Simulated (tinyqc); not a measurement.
# Free and trapped electrons in a MOS channel with a dense trap tail: free and trapped charge against gate voltage

p-type body, charge-sheet picture, full ionisation (an idealisation for deep acceptors), Boltzmann statistics for free electrons. e = Ec - EF at the surface. Acceptor-like traps of density D(E) = D0 + De exp(-E/Ew) at depth E below Ec, from 0 to Eu, hold n_t = integral of D(E)/(1 + exp((e - E)/Vt)). psi = Eg - Vt ln(Nv/Na) - e; N_dep = sqrt(2 eps0 eps_r Na (psi - Vt)/q); n_f = sqrt(N_dep^2 + 2 eps0 eps_r Vt Nc exp(-e/Vt)/q) - N_dep; Vg = Vfb + psi + q (N_dep + n_t + n_f)/Cox, Cox = eps0 eox/tox.

Free share n_f/(n_f + n_t); swing ln 10 n_f/(dn_f/dVg); field-effect mobility mf q (dn_f/dVg)/Cox, for a constant mf; oxide field q (N_dep + n_t + n_f)/(eps0 eox).

Inputs (values chosen for the exercise); band and dielectric values close to those of 4H silicon carbide: temperature T = 400 K; band gap Eg = 3.26 eV; relative permittivity eps_r = 9.74; conduction-band density of states at T Nc = 2.57e19 cm^-3; valence-band density of states at T Nv = 3.85e19 cm^-3; relative permittivity of the insulator eox = 3.9; insulator thickness tox = 31 nm; acceptor density Na = 1.2e16 cm^-3; flat-band voltage without trapped charge Vfb = -2.64 V; constant background density of acceptor-like traps D0 = 2.5e11 cm^-2 eV^-1; density of the tail at the conduction edge De = 7.2e13 cm^-2 eV^-1; decay energy of the tail Ew = 0.09 eV; depth below Ec down to which the traps reach Eu = 0.82 eV; mobility of free electrons mf = 62 cm^2/(V s).

Constants: q = 1.602176634e-19 C, kB = 1.380649e-23 J/K, Vt = kB T/q, eps0 = 8.8541878128e-14 F/cm where lengths are in cm. Results are converted to the units shown.

Results:
```
Vg (V)	e (eV)	n_f (cm^-2)	n_t (cm^-2)	free share (%)	swing (mV/decade)	field-effect mobility (cm^2/(V s))	oxide field (MV/cm)
0.7	0.5582	7.953e5	8.165e10	9.740e-4	143.7	0.001137	0.2956
2.5	0.2024	2.213e10	1.024e12	2.116	1303	3.487	0.7615
3.3	0.1624	6.763e10	1.502e12	4.308	2073	6.701	1.007
4.2	0.1317	1.536e11	2.017e12	7.075	3066	10.29	1.287
5.1	0.1087	2.740e11	2.504e12	9.864	4163	13.52	1.570
6	0.09013	4.254e11	2.964e12	12.55	5314	16.44	1.854
6.8	0.07598	5.840e11	3.350e12	14.84	6342	18.91	2.108
7.7	0.06185	7.887e11	3.760e12	17.34	7469	21.68	2.394
```

Estimate the missing row, Vg = 1.6 V.

Computed row:
```
Vg (V)	e (eV)	n_f (cm^-2)	n_t (cm^-2)	free share (%)	swing (mV/decade)	field-effect mobility (cm^2/(V s))	oxide field (MV/cm)
1.6	0.2849	2.086e9	4.844e11	0.4288	575.6	0.7442	0.4978
```

With this row back in the table: n_f reaches 1e11 cm^-2 at Vg = 3.69 V, against 1.20 V without traps. The free share rises from 9.74e-4 to 17.3 % and the field-effect mobility rises from 0.00114 to 21.7 cm^2/(V s), although mf = 62 is constant: in the last row 35.0 % of Cox dVg goes into free electrons. The swing in the first row is 144 mV a decade (Vt ln 10 = 79.4). For Vg = 7.7 EF lies less than 2 Vt below the band edge, or above it, where degeneracy and confinement, left out, matter.

Computed by the program tinyqc: `OMP_NUM_THREADS=1 python tinyqc.py 2222174 2222175 out.jsonl`, one thread of a shared Intel Xeon 2.30GHz, about 0.03 s for the whole run.
